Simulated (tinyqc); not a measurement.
# Doping and thickness from pinch-off voltage and conductance

Inverse problem. A uniform channel has Vp = q Nd a^2/(2 eps0 eps_r) and G0 = q mu Nd a W/L. Find a and Nd.

Parameters, values chosen for the exercise; material values close to those of silicon: relative permittivity of the semiconductor eps_r = 11.6; low-field mobility at this doping mu = 770 cm^2/(V s); gate length L = 5 um; gate width W = 300 um.

Constants: q = 1.602176634e-19 C, eps0 = 8.8541878128e-14 F/cm where lengths are in cm. Results are converted to the units shown.

Vp = 4.4816641 V
G0 = 16.358544 mS

Answer. G0 gives the product Nd a and Vp gives Nd a^2; their ratio is a.

a = 260.0 nm
Nd = 8.500e16 cm^-3

Computed by the program tinyqc: `OMP_NUM_THREADS=1 python tinyqc.py 2500036 2500037 out.jsonl`, one thread of a shared Intel Xeon 2.30GHz, about 0.05 s for the whole run.
